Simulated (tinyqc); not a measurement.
Which input was changed? Model: the 3-omega method: a line heater on a substrate with a thin film. Computed by tinyqc, a small Python program. Command: `OMP_NUM_THREADS=1 python tinyqc.py 3021965 3021966 out.jsonl threeomega which`. One thread of a shared host (Intel(R) Xeon(R) Processor @ 2.30GHz), about 0.09 s of CPU time with the checks.

A current at angular frequency omega = 2 pi f heats the line at 2 omega with the amplitude P per length; the temperature swing Delta T at 2 omega gives a voltage at 3 omega. The substrate is taken as semi-infinite and isotropic, and the heat capacity of heater and film is left out.

Inputs (values chosen for the exercise, modelled on a silicon-germanium alloy on gallium oxide):

| quantity | value | unit |
|---|---|---|
| substrate conductivity kappa | 21.6 | W/(m K) |
| substrate heat capacity C | 3.39 | 1e6 J/(m^3 K) |
| heater half-width b | 12 | micrometre |
| power amplitude per length P | 20 | W/m |
| current frequency f | 110 | Hz |
| film thickness t | 200 | nm |
| film conductivity kappa_f | 4.1 | W/(m K) |
| interface resistance R_i | 14 | m^2 K/GW |
| substrate thickness d_s | 1000 | micrometre |
| temperature coefficient of resistance beta | 3.3 | 1e-3/K |
| voltage amplitude V_1 | 0.64 | V |

Method:
- D = kappa/C; q = sqrt(2 i omega/D); penetration depth 1/|q| = sqrt(D/(2 omega)).
- Delta T_s = (P/(pi kappa)) int_0^infinity (sin x/x)^2 / sqrt(x^2 + (q b)^2) dx with (q b)^2 = i |q b|^2, averaged over the heater width (12 Gauss-Legendre points on each of the pieces 0, 14 log-spaced edges from 1e-5 to 1, and multiples of pi to 40 pi; the tail adds 1/(4 (40 pi)^2)).
- For |q| b much below 1: Delta T_s = (P/(pi kappa)) [-ln(|q| b) + eta - i pi/4], eta = 3/2 - C_E = 0.92278, with Euler's C_E = 0.5772157.
- One-dimensional flow across the film: Delta T_f = P (t/kappa_f + R_i)/(2 b); total in-phase swing Delta T = Delta T_s + Delta T_f; third-harmonic amplitude V_3 = V_1 beta |Delta T|/2 with the out-of-phase part included; the apparent film conductivity is t/(t/kappa_f + R_i).

Question. One of these inputs alone was changed, within the range given: substrate conductivity kappa (10.8 to 43.2); heater half-width b (6 to 24); current frequency f (55 to 220); film conductivity kappa_f (2.05 to 8.2). Which one, and to what value?

Results:

| run | Delta T_f (K) | film share of the in-phase swing | penetration depth (micrometre) |
|---|---|---|---|
| before | 0.05231707 | 0.06256085 | 67.89312 |
| after | 0.05922688 | 0.06734371 | 67.89312 |

Answer.

Each candidate set to reproduce Delta T_f, and what it then gives:

| candidate | range searched | value needed | film share of the in-phase swing | penetration depth (micrometre) |
|---|---|---|---|---|
| substrate conductivity kappa (W/(m K)) | 10.8 to 43.2 | no effect | - | - |
| heater half-width b (micrometre) | 6 to 24 | 10.60 | 0.067344 | 67.893 |
| current frequency f (Hz) | 55 to 220 | no effect | - | - |
| film conductivity kappa_f (W/(m K)) | 2.05 to 8.2 | 3.504 | 0.070243 | 67.893 |

Only heater half-width b fits every result: it went from 12 to 10.6 micrometre. The next best candidate, film conductivity kappa_f, misses one result by 4.3 %.

Caution: the film does not conduct much worse than the substrate, so heat spreads in it and the one-dimensional step is only approximate, and wrong once kappa_f nears or exceeds kappa.
